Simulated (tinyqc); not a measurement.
Which input was changed? Model: ion-assisted plasma etching: sheath, surface coverage, synergy and aspect-ratio dependence. Computed by tinyqc, a small Python program. Command: `OMP_NUM_THREADS=1 python tinyqc.py 3024221 3024222 out.jsonl etch which`. One thread of a shared host (Intel(R) Xeon(R) Processor @ 2.30GHz), about 0.06 s of CPU time with the checks.

Radicals adsorb on bare sites; ions remove covered sites with a high yield and bare sites by sputtering; a slow spontaneous reaction acts everywhere, walls included.

Inputs (values chosen for the exercise, close to those used for silicon in a halogen plasma):
```
quantity                                value       unit
plasma density n_e                    2.8e+11     1/cm^3
electron temperature T_e                  2.9         eV
ion mass M_i                             35.5          u
sheath voltage V                           67          V
radical density n                     1.1e+13     1/cm^3
radical mass M_n                         35.5          u
gas temperature T_g                       350          K
sticking coefficient s                   0.42          -
radicals per removed unit x                 3          -
yield slope b                            0.11  eV^(-1/2)
threshold E_th                             24         eV
sputter slope b_p                       0.024  eV^(-1/2)
sputter threshold E_p                      31         eV
spontaneous reaction probability k_c  1.8e-05          -
solid density N                         5e+22     1/cm^3
ion temperature T_i                      0.72         eV
```

Feature: round hole.

Constants: e = 1.602176634e-19 C; u = 1.6605390666e-27 kg; k_B = 1.380649e-23 J/K; eps_0 = 8.8541878128e-12 F/m.

Method:
- Bohm speed u_B = sqrt(e T_e/M_i); ion flux G_i = 0.61 n_e u_B; radical flux G_n = n c/4 with c = sqrt(8 k_B T_g/(pi M_n)).
- Debye length lambda_D = sqrt(eps_0 T_e/(e n_s)) with n_s = 0.61 n_e, T_e in volts; Child-law sheath d = (sqrt2/3) lambda_D (2 V/T_e)^(3/4); ion energy E = V + T_e/2; angular spread = arctan(sqrt(T_i/E)).
- Yields: Y = b (sqrt(E) - sqrt(E_th)) on covered sites, Y_p = b_p (sqrt(E) - sqrt(E_p)) on bare ones (zero below threshold).
- Steady coverage: s G_n (1 - theta) = x Y G_i theta; removal flux = Y G_i theta + Y_p G_i (1 - theta) + k_c G_n; rate = flux/N, 1 cm/s = 6e8 nm/min.
- Lateral rate = k_c G_n/N; anisotropy = 1 - lateral/vertical; synergy = vertical/(ions alone + radicals alone), with ions alone Y_p G_i/N and radicals alone the lateral rate.

Question. One of these inputs alone was changed, within the range given: sheath voltage V (33.5 to 134); radical density n (5.5e+12 to 2.2e+13); sticking coefficient s (0.21 to 0.84); yield slope b (0.055 to 0.22). Which one, and to what value?

Results:
```
run     coverage theta   synergy  anisotropy
before       0.4970446  3.342475   0.9997829
after        0.4424259  3.705374   0.9998041
```

Answer.

Each candidate set to reproduce coverage theta, and what it then gives:
```
candidate                       range searched  value needed  synergy  anisotropy
sheath voltage V (V)               33.5 to 134         81.39   2.9680     0.99981
radical density n (1/cm^3)  5.5e+12 to 2.2e+13      8.832e12   3.0854     0.99981
sticking coefficient s            0.21 to 0.84        0.3372   3.0851     0.99976
yield slope b (eV^(-1/2))        0.055 to 0.22        0.1370   3.7054     0.99980
```

Only yield slope b fits every result: it went from 0.11 to 0.137 eV^(-1/2). The next best candidate, radical density n, misses one result by 17 %.
